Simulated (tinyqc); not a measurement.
## Electron density from the centroid

Inverse problem. In the Fang-Howard model the centroid is 3/b with b^3 = 6 (mz1/C) q (Nd + 11 Ns/32)/(eps0 eps_r), C = hbar^2/(2 m0), the field in eV/nm. Find b and Ns.

Parameters, values chosen for the exercise; masses and permittivity close to those of germanium (100): relative permittivity eps_r = 16.2; mass along z of valley set A (4 valley(s)) mz1 = 0.121 m0; sheet density of depletion charge Nd = 2.5e11 cm^-2.

Constants: q = 1.602176634e-19 C, hbar = 1.054571817e-34 J s, m0 = 9.1093837015e-31 kg, eps0 = 8.8541878128e-14 F/cm where lengths are in cm, hbar^2/(2 m0) = 0.0380998212 eV nm^2. Results are converted to the units shown.

centroid = 5.6673867 nm

Solution. b = 3/centroid gives Nd + 11 Ns/32, from which the depletion charge is taken off.

b = 0.5293 1/nm
Ns = 1.300e12 cm^-2

tinyqc, about 0.5 s, one thread, Intel Xeon 2.30GHz (shared host): `OMP_NUM_THREADS=1 python tinyqc.py 2160166 2160167 out.jsonl`
